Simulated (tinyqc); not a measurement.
Incorporation against temperature: precursor delivery by bubblers, mass-transport growth and the solid composition of a III-V alloy. Computed by tinyqc, a small Python program. Command: `OMP_NUM_THREADS=1 python tinyqc.py 3010123 3010124 out.jsonl movpe_thermo walk`. One thread of a shared host (Intel(R) Xeon(R) Processor @ 2.30GHz), about 0.01 s of CPU time with the checks.

1 sccm = 44.615 micromol/min; 1 torr = 133.322 Pa. The sources decompose fully at the surface.

Inputs (values chosen for the exercise, modelled on trimethylgallium (source 1) and trimethylindium (source 2) for the vapour pressures):
```
quantity                                                                                                  value        unit
bath temperature T1                                                                                         262           K
bath temperature T2                                                                                         301           K
bubbler pressure p_b                                                                                        760        torr
carrier flow F1                                                                                              14        sccm
carrier flow F2                                                                                             140        sccm
total flow F_t                                                                                               11         slm
group-V flow F_V                                                                                             94        sccm
reactor pressure p                                                                                           76        torr
growth temperature T                                                                                        970           K
diffusivity at 273 K and 760 torr                                                                          0.37      cm^2/s
flow cross-section A                                                                                         43        cm^2
distance from the leading edge z                                                                            8.7          cm
lattice constant a                                                                                         5.84    angstrom
interaction L0 of the solid                                                                                16.3      kJ/mol
log10 of p_B,eq over pure BC at 1000 K and 1 torr of group V (exaggerated: liquid indium has about -4.1)     -3  log10 torr
enthalpy of that equilibrium H                                                                              329      kJ/mol
```

Alloy: mixing on the group-III sites, with desorption of B.

constants a, b of source 1 (log10 torr, K): 8.099  1703

constants a, b of source 2 (log10 torr, K): 10.5  3014

Constants: k_B = 1.380649e-23 J/K; R = 8.314462618 J/(mol K).

Method:
- log10 p_v = a - b/T_bath; molar flow = F x 44.615 x p_v/(p_b - p_v) for a saturated bubbler.
- p_i = p n_i/(44615 F_t), F_t in slm; p_V = p F_V/(1000 F_t), counted per molecule supplied; V/III = 44.615 F_V/(n1 + n2); vapour fraction of source 2 = n2/(n1 + n2).
- Mean velocity u = (F_t/A)(760/p)(T/273); D = D0 (T/273)^1.75 (760/p); boundary layer delta = sqrt(pi D z/u); flux = D dp/(delta k_B T); growth rate = flux x a^3/4.
- A sticks fully. B desorbs: its surface pressure is p_B* = x gamma_B K/sqrt(p_V), ln gamma_B = L0 (1 - x)^2/(R T), K = 10^(log10 K at 1000 K) exp[-(H/R)(1/T - 1/1000)], p_V in torr. With equal diffusivities x = (p_2 - p_B*)/(p_1 + p_2 - p_B*). Growth rate = rate per torr x p_1/(1 - x).

p_2 = 0.00391925 torr

K/sqrt(p_V) = 3.64951e-04 torr

p_V = 0.649455 torr

vapour fraction of source 2 = 0.423557

p_1 = 0.00533393 torr

At fixed flows:
```
T (K)  K/sqrt(p_V) (torr)        x  share of B incorporated, 1 - p_B*/p_2
895            1.1957e-05  0.42290                                0.99732
935            7.9260e-05  0.41933                                0.98280
972            3.9691e-04  0.40236                                0.91625
999            1.1927e-03  0.35695                                0.75546
1030           3.9288e-03  0.19479                                0.32924
1060           1.1653e-02  0.05991                                0.08673
1096           3.9716e-02  0.01711                                0.02370
1147           1.9776e-01  0.00361                                0.00494
```

What follows from these numbers?

x equals the vapour fraction 0.424 while gamma_B K/sqrt(p_V) is small against p_1 + p_2 = 0.0093 torr and falls once it is not. Between the last rows the apparent energy R d ln x/d(1/T) is 319 kJ/mol, against H = 329. Caution: the boundary layer is a quarter or more of the root of the cross-section, so it fills much of the channel and depletion along the flow matters. Caution: rows with 2 L0 x (1 - x) > R T lie inside the spinodal of the bulk alloy.

Extremes, crossings and ranges named in words are read from the listed rows.
